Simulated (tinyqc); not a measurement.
Microkinetic model of low-temperature epitaxy from hydride gases: adsorption, hydrogen desorption and rate control: one step, computed by the program tinyqc.

Each hydride molecule needs two free sites and leaves four hydrogen atoms, of which two leave at once as H2; theta is the hydrogen coverage, the site density is 6.78 per nm^2 and one layer is 1.358 angstrom thick.

Problem. Coverage and growth rate. With k the hydride and k_H the hydrogen adsorption rate on free pairs and k_d the desorption rate, steady state: 2 (k + k_H)(1 - theta)^2 = k_d theta; growth rate R = k (1 - theta)^2 layers/s; 1 layer/s = 8.148 nm/min. With c = 2 (k + k_H)/k_d the free share is 1 - theta = 2/(1 + sqrt(1 + 4c)).

Inputs (values chosen for the exercise, close to those used for silane and germane on Si(001)): temperature T = 570 C.

Film: silicon-germanium. Order of hydrogen desorption: first.

k = 15.86736 1/s

k_H = 0 1/s

k_d = 3.283254 1/s

Give: c; hydrogen coverage theta; growth rate R in layers; growth rate G.

Solution.

c = 9.666

hydrogen coverage theta = 0.7259

growth rate R in layers = 1.192 layers/s

growth rate G = 9.710 nm/min

Hydrogen covers most sites: its desorption limits growth.
